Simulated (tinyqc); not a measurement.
Semiconductor laser, carrier and photon rate equations: two steps of the calculation.

Carrier density N and photon density S in one mode: dN/dt = F1 = eta I/(q V) - (A N + B N^2 + C N^3) - vg g S; dS/dt = F2 = G vg g S + G be B N^2 - S/tp, with g = g0 ln(N/Ntr)/(1 + ec S). Output power P = Fo Eph S V/(G tp). No heating, no carrier transport.

Inputs (values chosen for the exercise):
```
symbol,value,unit,meaning
V,1.8e-12,cm^3,active volume
G,0.042,,confinement factor
vg,7.89e9,cm/s,group velocity
g0,1400,1/cm,gain coefficient
Ntr,1.8e18,cm^-3,transparency density
ec,5.4e-18,cm^3,gain compression
tp,3.2,ps,photon lifetime
A,2e8,1/s,defect recombination coefficient
B,7.5e-11,cm^3/s,radiative coefficient
C,4.5e-30,cm^6/s,Auger coefficient
be,0.00054,,share of spontaneous emission into the mode
eta,0.84,,injection efficiency
Fo,0.3,,share of cavity losses that is output
Eph,0.95,eV,photon energy
I,2.2,mA,drive current
dt,5,ps,time step
```

Constants: q = 1.602176634e-19 C. Results are converted to the units shown.

Question 1. Power, relaxation frequency, damping and bandwidth. Jacobian, with a = g0/(N (1 + ec S)) and d = g/(1 + ec S): J11 = -(A + 2 B N + 3 C N^2) - vg a S, J12 = -vg d, J21 = G vg a S + 2 G be B N, J22 = G vg d - 1/tp. wR^2 = det J, gamma = -trace J, fR = wR/(2 pi); the response wR^2/(wR^2 - w^2 + i gamma w) falls to 1/sqrt(2) at w^2 = x + sqrt(x^2 + wR^4), x = wR^2 - gamma^2/2 (f3dB = w/(2 pi)).

N = 3.537896333e18 cm^-3
S = 6.132471722e14 cm^-3

Wanted: P; fR; gamma; f3dB.

Answer 1.

P = 0.3750 mW
fR = 3.890 GHz
gamma = 3.874 1/ns
f3dB = 6.017 GHz

Question 2. One Runge-Kutta step of a transient. y = (N, S), k1 = F(y), k2 = F(y + dt k1/2), k3 = F(y + dt k2/2), k4 = F(y + dt k3), y(new) = y + dt (k1 + 2 k2 + 2 k3 + k4)/6.

(N, S) at the start: N (1e18 cm^-3) 3.609, S (1e15 cm^-3) 0.307

Wanted: slopes per ps, N in 1e18 and S in 1e15 cm^-3; (N, S) after the step.

Answer 2.

slopes per ps, N in 1e18 and S in 1e15 cm^-3:

|  | dN/dt | dS/dt |
|---|---|---|
| k1 | 0.0021426 | 0.0029993 |
| k2 | 0.0020752 | 0.0032840 |
| k3 | 0.0020700 | 0.0032841 |
| k4 | 0.0019972 | 0.0035783 |

(N, S) after the step: N (1e18 cm^-3) 3.6194, S (1e15 cm^-3) 0.32343

Numbers from tinyqc (`OMP_NUM_THREADS=1 python tinyqc.py 2840027 2840028 out.jsonl`; about 0.01 s on one thread of a shared Intel Xeon 2.30GHz).
